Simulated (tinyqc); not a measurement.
Central-cell correction: shallow acceptor in the spherical four-band model.

The ground state 1S3/2 has an L = 0 part f(r) and an L = 2 part g(r). In units of Ry* and a*, with Gaussians f_i = exp(-a_i r^2), g_i = r^2 exp(-a_i r^2), A = a_i + a_j and I(n) = Gamma((n + 1)/2)/(2 A^((n + 1)/2)): S_ff = I(2), S_gg = I(6), H_ff = (6 a_i a_j/A) I(2) - 2 I(1), H_gg = (14 a_i a_j/A) I(6) - 2 I(5), H_fg = -mu [15 I(2) - 20 a_j I(4) + 4 a_j^2 I(6)]; each function is then normalised. The split-off band is left out.

Converged values use 22 exponents 2.2^i, i = -7 to 14, for f and for g.

Parameters, chosen for this exercise (out of a larger set: near those of a shallow acceptor in GaAs; not measured data): rc = 1.3 angstrom (radius of the central cell); Vs = (3, 1, 0, -1, -2, -3, -4) eV (central-cell strengths).

mu = 0.74212
Ry* = 11.0195 meV
a* = 49.126 angstrom

A short-range term V exp(-r^2/rc^2) is added (negative: attracts the hole); its elements are V S (A/(A + 1/rc^2))^(3/2) for f and ^(7/2) for g, in the same units.

Results:
```
V (eV)  1S binding (meV)  2S binding (meV)  <r> (angstrom)  L = 2 weight
3.0                 22.3              6.71            39.8         0.252
1.0                 22.8              6.77            39.0         0.253
0.0                 23.1              6.81            38.5         0.253
-1.0                23.4              6.85            38.0         0.254
-2.0                23.8              6.90            37.4         0.254
-3.0                24.3              6.96            36.7         0.255
-4.0                24.8              7.03            35.9         0.256
```

From V = 0 to -4 eV the 1S binding grows by 1.8 meV (8 %) and the 2S binding by 0.22 meV, so the chemical shift sits mainly in the ground state. A repulsion of 3 eV removes 0.8 meV. The slope is 0.56 meV per eV over the last step against 0.26 on the repulsive side, since attraction pulls the state into the cell; over this range the level stays shallow.

tinyqc: `OMP_NUM_THREADS=1 python tinyqc.py 1251703 1251704 out.jsonl`; about 0.05 s, one thread, shared Intel(R) Xeon(R) Processor @ 2.30GHz.
